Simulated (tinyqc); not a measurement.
Inside a calculation. Model: four-point probe, van der Pauw, Hall and spreading-resistance readings of a semiconductor layer. Computed by tinyqc, a small Python program that keeps every step. Command: `OMP_NUM_THREADS=1 python tinyqc.py 3113011 3113012 out.jsonl probe walk`. One thread of a shared host (Intel(R) Xeon(R) Processor @ 2.30GHz), about 0.01 s of CPU time with the checks. Intermediate numbers are printed to about 5 digits and carried at full precision; extremes and crossings named in words are read from the listed rows.

The layer is uniform and ohmic; contacts are points unless a radius is given.

Inputs (values chosen for the exercise, modelled on p-type silicon): carrier density n = 2.1e+15 1/cm^3; drift mobility mu = 408 cm^2/(V s); layer thickness t = 28 micrometre; probe spacing s = 0.635 mm; current I = 0.08 mA; side ratio a/b of the van der Pauw rectangle = 1.3; magnetic field B = 0.22 T; Hall factor r_H = 0.9; wafer diameter over spacing D/s = 37.

Backing of the layer: insulating.

Constants: e = 1.602176634e-19 C.

## Resistivity and sheet resistance

rho = 1/(e n mu); R_s = rho/t.

resistivity rho = 7.2847 ohm cm

sheet resistance R_s = 2601.7 ohm/square

## Four-point voltage

Collinear probes with equal spacing on a layer with insulating backing: images at depth 2 m t give V = (rho I/(2 pi s)) G, G = 1 + 4 sum_(m>=1) [1/sqrt(1 + (2 m u)^2) - 1/sqrt(4 + (2 m u)^2)], u = t/s; the sum runs to m = 20000, with the tail 3/(32 u^3 M^2) added to the sum for M = 20000. Limits: thick, rho = 2 pi s V/I; thin on an insulator, rho = (pi/ln 2) t V/I.

t/s = 0.044094

G = 31.439

voltage V = 45.922 mV

rho by the thick formula = 229.02 ohm cm

rho by the thin formula = 7.2847 ohm cm

The thick formula is off by +3043.9 % and the thin one by 0.0 %.

## Thickness correction

The last two columns give rho(formula)/rho for rho = 2 pi s V/I and rho = (pi/ln 2) t V/I.

Correction against t/s:
```
t/s       G  thick formula  thin formula
0.1  13.863         13.863        1.0000
0.2   6.931          6.931        1.0000
0.3   4.621          4.621        1.0000
0.5   2.780          2.780        1.0026
0.7   2.017          2.017        1.0187
1.0   1.504          1.504        1.0852
1.5   1.197          1.197        1.2955
2.0   1.094          1.094        1.5781
3.0   1.031          1.031        2.2304
5.0   1.007          1.007        3.6319
```

The thin formula holds to 1 % up to t/s = 0.5 and the thick one holds to 1 % from t/s = 5.

## Finite wafer

For a thin circular wafer probed at its centre, R_s = C V/I with C = pi/(ln 2 + ln[((D/s)^2 + 3)/((D/s)^2 - 3)]).

factor C = 4.5039

error if pi/ln 2 is used = 0.63230 %

## The two van der Pauw resistances

Thin rectangle with point contacts at the corners; for R_B current and voltage contacts lie along the two sides of length a, for R_A along those of length b: exp(-pi R_A/R_s) = (theta_4/theta_3)^4, exp(-pi R_B/R_s) = (theta_2/theta_3)^4 with q = exp(-pi a/b), theta_2 = 2 sum_(m>=0) q^((m + 1/2)^2), theta_3 = 1 + 2 sum_(m>=1) q^(m^2), theta_4 = 1 + 2 sum_(m>=1) (-1)^m q^(m^2).

R_A = 223.20 ohm

R_B = 1194.9 ohm

ratio R_B/R_A = 5.3533

## Solving the van der Pauw equation

Solve exp(-pi z R_A) + exp(-pi z R_B) = 1 for z = 1/R_s by seven Newton steps from z = 2 ln 2/(pi (R_A + R_B)); f = R_s 2 ln 2/(pi (R_A + R_B)).

Steps:
```
step  1/z (ohm)  left side less 1
0        3213.6        1.1492e-01
1        2648.5        9.7599e-03
2        2602.1        8.5497e-05
3        2601.7        6.6910e-09
4        2601.7                 0
5        2601.7                 0
6        2601.7                 0
```

R_s found = 2601.7 ohm/square

correction f = 0.80958

Averaging R_A and R_B without f would overstate R_s by 23.5 %.

## Hall reading

V_H = r_H I B/(e n t); apparent density n/r_H; Hall mobility r_H mu; Hall angle tan = r_H mu B (SI).

Hall voltage = 1.6814 mV

apparent density = 2.3333e+15 1/cm^3

Hall mobility = 367.2 cm^2/(V s)

tangent of the Hall angle = 0.0080784

Checks made by the program: thin limit of G, 2 ln 2/u at u = 0.02 (relative difference below 1e-10); R_s recovered (relative difference below 1e-10).
